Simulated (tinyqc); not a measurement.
Inside a calculation. Model: Deal-Grove kinetics of thermal oxidation of silicon. Computed by tinyqc, a small Python program that keeps every step. Command: `OMP_NUM_THREADS=1 python tinyqc.py 3020204 3020205 out.jsonl oxide walk`. One thread of a shared host (Intel(R) Xeon(R) Processor @ 2.30GHz), about 0.03 s of CPU time with the checks. Intermediate numbers are printed to about 6 digits and carried at full precision; extremes and crossings named in words are read from the listed rows.

Oxidant diffuses through the oxide and reacts at the interface, so that dx/dt = B/(A + 2x) for the oxide thickness x.

Inputs (values chosen for the exercise, close to those used for silicon):
```
quantity                              value    unit
prefactor B0                            431  um^2/h
activation energy E_B                  0.77      eV
prefactor (B/A)0                   1.85e+08    um/h
activation energy E_A                  2.06      eV
temperature T                          1100       C
oxidant pressure p                      0.1     atm
pressure exponent m of B/A                1       -
initial oxide x_i                      0.01      um
time t                                    9       h
field oxide beside the window x_f      0.24      um
```

Ambient: steam. Surface: (111). Extension: masking step.

Constants: k_B = 8.617333262e-05 eV/K.

## Rate constants

B = B0 p exp(-E_B/(k_B T)), B/A = (B/A)0 p^m exp(-E_A/(k_B T)), p in atm; A = B/(B/A). Temperatures in kelvin are T(C) + 273.15.

parabolic constant B = 0.0643279 um^2/h

linear constant B/A = 0.508739 um/h

length A = 0.126446 um

Reaction at the interface limits growth while x is well below A/2 = 0.0632 um, diffusion once x is well above it.

## Thickness after the oxidation

tau = (x_i^2 + A x_i)/B and x = (A/2) [sqrt(1 + 4 B (t + tau)/A^2) - 1], the root of x^2 + A x = B (t + tau). Silicon consumed is 0.44 times the oxide grown; the rate is B/(A + 2x).

tau = 0.0212110 h

oxide thickness x = 0.701180 um

silicon consumed = 0.304119 um

final growth rate = 0.0420772 um/h

2x/A = 11.1: diffusion through the oxide limits the rate.

## Full law against its linear and parabolic limits

Linear limit x = (B/A)(t + tau); parabolic limit x = sqrt(B (t + tau)).

Thickness (um):
```
t (h)     full  linear limit  parabolic limit     2x/A
0.05   0.02939   3.62278e-02          0.06768   0.4649
0.1    0.04538   6.16648e-02          0.08830   0.7178
0.25   0.08321   1.37976e-01          0.13208   1.3162
0.5    0.13049   2.65160e-01          0.18311   2.0640
1      0.20076   5.19530e-01          0.25631   3.1755
2      0.30286   1.02827e+00          0.36058   4.7904
4      0.44929   2.04575e+00          0.50860   7.1065
8      0.65788   4.08070e+00          0.71832  10.4057
16     0.95393   8.15062e+00          1.01519  15.0884
32     1.37339   1.62904e+01          1.43522  21.7230
```

Both limits lie above the full result, since each drops one resistance. The linear law overshoots by 23 % in the first row and 1100 % in the last, the parabolic law by 130 % and 4.5 %. The better limit switches between 0.1 and 0.25 h; both give the same value where B (t + tau) = A^2, at 2x/A = sqrt5 - 1 = 1.24.

## A window beside field oxide

The same oxidation acts on the field oxide, with x_f in place of x_i. Each region consumes 0.44 times the oxide it grows; the step in the silicon surface is the difference, and the step in the oxide surface is (x_f(new) - 0.44 growth) against the same for the window, counted from the silicon surface before this oxidation.

field oxide afterwards = 0.755859 um

step in the silicon = 0.0771415 um

step in the oxide surface = 0.131820 um

The field oxide grows by 0.516 um and the window by 0.691 um: the thicker film slows the oxidant.

Checks made by the program: closed form against Runge-Kutta integration of dx/dt (relative difference below 1e-10).
